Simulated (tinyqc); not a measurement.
Inside a calculation. Model: electron mobility in a silicon inversion layer, empirical terms and Matthiessen rule.

Computed by the program tinyqc: `OMP_NUM_THREADS=1 python tinyqc.py 2510160 2510161 out.jsonl`, one thread of a shared Intel Xeon 2.30GHz, about 0.01 s for the whole run. Printed values are rounded.

Inversion layer of sheet density Ns on a uniformly doped body. The mobility terms are empirical power laws with prefactors chosen for the exercise; adding their inverses (Matthiessen) is itself an approximation.

Values chosen for this exercise; material values close to those of silicon: temperature T = 300 K; band gap Eg = 1.11 eV; relative permittivity of the semiconductor eps_r = 11.7; conduction-band density of states at T Nc = 2.79e19 cm^-3; valence-band density of states at T Nv = 2.7e19 cm^-3; body doping Nb = 9.8e16 cm^-3; reverse body bias Vsb = 0 V; weight of the inversion charge in the effective field eta = 0.5; gate capacitance Cox = 0.59 uF/cm^2; phonon-limited mobility at 1 MV/cm and 300 K Ap = 386 cm^2/(V s); roughness-limited mobility at 1 MV/cm As = 1020 cm^2/(V s); exponent of the roughness term gs = 2; Coulomb prefactor Ac = 3900 cm^2/(V s); charge at the interface Nit = 3.3e10 cm^-2; inversion density Ns = 3.7e12 cm^-2; ratio W/L WL = 1; drain voltage Vd = 0.01 V; measured linear current I = 2.62 uA.

Constants: q = 1.602176634e-19 C, kB = 1.380649e-23 J/K, Vt = kB T/q, eps0 = 8.8541878128e-14 F/cm where lengths are in cm. Results are converted to the units shown.

## Depletion charge and effective field

ni = sqrt(Nc Nv) exp(-Eg/(2 Vt)), Eg in volts; Ndep = sqrt(2 eps0 eps_r Nb (2 Vt ln(Nb/ni) + Vsb)/q); E = q (Ndep + eta Ns)/(eps0 eps_r), in MV/cm.

ni = 1.30285e10 cm^-3
Ndep = 1.01856e12 cm^-2
E = 0.443650 MV/cm

The depletion charge gives 35.5 % of the field.

## Mobility terms and their sum

With t = T/(300 K): muC = Ac (Ns/1e12 cm^-2) t/(Nb/1e17 cm^-3 + Nit/1e11 cm^-2), muP = Ap E^(-1/3) t^(-1.75), muS = As E^(-gs); 1/mu is the sum of the inverses.

terms (cm^2/(V s)): Coulomb 11015.3, phonon 506.105, roughness 5182.26
mu = 442.551 cm^2/(V s)
shares of 1/mu (%): Coulomb 4.01762, phonon 87.4426, roughness 8.53974

The phonon term limits most.

## Iteration 1: inversion density for the measured current

Ns at the start = 5.5e12 cm^-2

I = (W/L) q Ns mu Vd. E = q (Ndep + eta Ns)/(eps0 eps_r) in MV/cm. With t = T/(300 K): muC = Ac (Ns/1e12 cm^-2) t/(Nb/1e17 cm^-3 + Nit/1e11 cm^-2), muP = Ap E^(-1/3) t^(-1.75), muS = As E^(-gs); 1/mu is the sum of the inverses. Ns(new) = I/((W/L) q mu Vd).

E = 0.582843 MV/cm
mu = 390.908 cm^2/(V s)
Ns after iteration 1 = 4.18328e12 cm^-2

## Iteration 2: inversion density for the measured current

As before.

E = 0.481021 MV/cm
mu = 427.898 cm^2/(V s)
Ns after iteration 2 = 3.82165e12 cm^-2

## Course of the iteration: inversion density for the measured current

Stop when Ns changes by less than 1e5 cm^-2, or after 120 iterations.

Course of the iteration:
```
iteration,Ns (cm^-2),|change| (cm^-2)
1,4.18328e12,1.32e12
2,3.82165e12,3.62e11
3,3.72658e12,9.51e10
4,3.70196e12,2.46e10
5,3.69561e12,6.35e9
6,3.69398e12,1.64e9
7,3.69356e12,4.21e8
8,3.69345e12,1.08e8
9,3.69342e12,2.79e7
10,3.69341e12,7.19e6
11,3.69341e12,1.85e6
12,3.69341e12,4.77e5
13,3.69341e12,1.23e5
14,3.69341e12,3.16e4
```

Converged in 14 iterations. At the end each change is about 0.26 times the one before: linear convergence.

## Split C-V extraction

```
point,Vg (V),Cgc (uF/cm^2),I (uA)
0,0,1.76995e-5,6.57486e-11
1,0.1,3.46713e-4,2.52359e-8
2,0.2,0.00672201,9.53510e-6
3,0.3,0.108712,0.00273654
4,0.4,0.481288,0.108899
5,0.5,0.583278,0.410427
6,0.6,0.589653,0.737384
7,0.7,0.589982,1.04663
8,0.8,0.589999,1.33488
9,0.9,0.590000,1.60347
10,1,0.590000,1.85424
11,1.1,0.590000,2.08889
12,1.2,0.590000,2.30893
```

Q(Vg) is the trapezoid sum of Cgc from the first point (where Q is taken as 0); mu_eff = I/((W/L) Q Vd); mu_FE = (dI/dVg)/((W/L) Cox Vd) with a backward difference. Listed from point 4 on.

```
point,Q (uC/cm^2),mu_eff (cm^2/(V s)),mu_FE (cm^2/(V s))
4,0.0356434,305.524,179.936
5,0.0888717,461.820,511.064
6,0.147518,499.859,554.164
7,0.2065,506.842,524.146
8,0.265499,502.783,488.568
9,0.324499,494.137,455.231
10,0.383499,483.505,425.024
11,0.442499,472.068,397.728
12,0.501499,460.405,372.938
```

At the last point mu_FE is 19 % below mu_eff: where the mobility falls with gate voltage the slope of I understates it.
